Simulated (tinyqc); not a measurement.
Size effects in the resistivity of thin metal films and interconnect lines: one step, computed by the program tinyqc. Command: `OMP_NUM_THREADS=1 python tinyqc.py 3017180 3017181 out.jsonl size walk`. One thread of a shared host (Intel(R) Xeon(R) Processor @ 2.30GHz), about 0.01 s of CPU time with the checks.

Electrons lose their drift at surfaces (a share 1 - p of the hits) and at grain boundaries (reflection R), besides bulk scattering. The line sits in a trench with a non-conducting liner on both walls and the bottom; the spacing equals the drawn width.

Question. Metal cross-section. Metal width w_m = w - 2t, height h_m = (aspect ratio) w - t, grain size D = (ratio) w_m.

Inputs (values chosen for the exercise, modelled on nickel):
```
quantity                          value  unit
drawn line width w                   27    nm
grain size over metal width        0.85     -
aspect ratio (height over width)    2.1     -
liner thickness t                   0.6    nm
```

Geometry: line.

Give: metal width w_m; metal height h_m; grain size D; share of the trench filled by metal.

Answer.

metal width w_m = 25.8 nm

metal height h_m = 56.1 nm

grain size D = 21.93 nm

share of the trench filled by metal = 94.544 %
